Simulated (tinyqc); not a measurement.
From results back to parameters: effective mass of the heavy-hole band from tabulated energies. Two cases, with inputs chosen for the exercise.

Problem. A band follows E (1 + alpha E) = c k^2/m, c = hbar^2/2m0. Its energies at two wave vectors are given.

Constants: hbar^2/2m0 = 3.80998211 eV angstrom^2.

Case 1.

Values chosen (out of a larger set: band of an eight-band Kane model near InSb; not measured data): k12 = (0.0222, 0.0592) 1/angstrom (two wave vectors).

energies (meV): 4.15984  29.08697

Case 2.

Values chosen (out of a larger set: band of an eight-band Kane model near InAs; not measured data): k12 = (0.042, 0.112) 1/angstrom (two wave vectors).

energies (meV): 12.36659  79.79261

Find: y = c k^2/E; m; alpha.
Solution. y = m + m alpha E is a straight line through the two points.

Case 1.

y = c k^2/E (m0): 0.45139  0.45906
m = 0.4501 m0
alpha = 0.68 1/eV

Case 2.

y = c k^2/E (m0): 0.54347  0.59896
m = 0.5333 m0
alpha = 1.54 1/eV

Computed by tinyqc, one run a case: `OMP_NUM_THREADS=1 python tinyqc.py N N+1 out.jsonl` with N = 1880696, 1880708; one thread of a shared Intel(R) Xeon(R) Processor @ 2.30GHz, about 0.01 s a run at most.
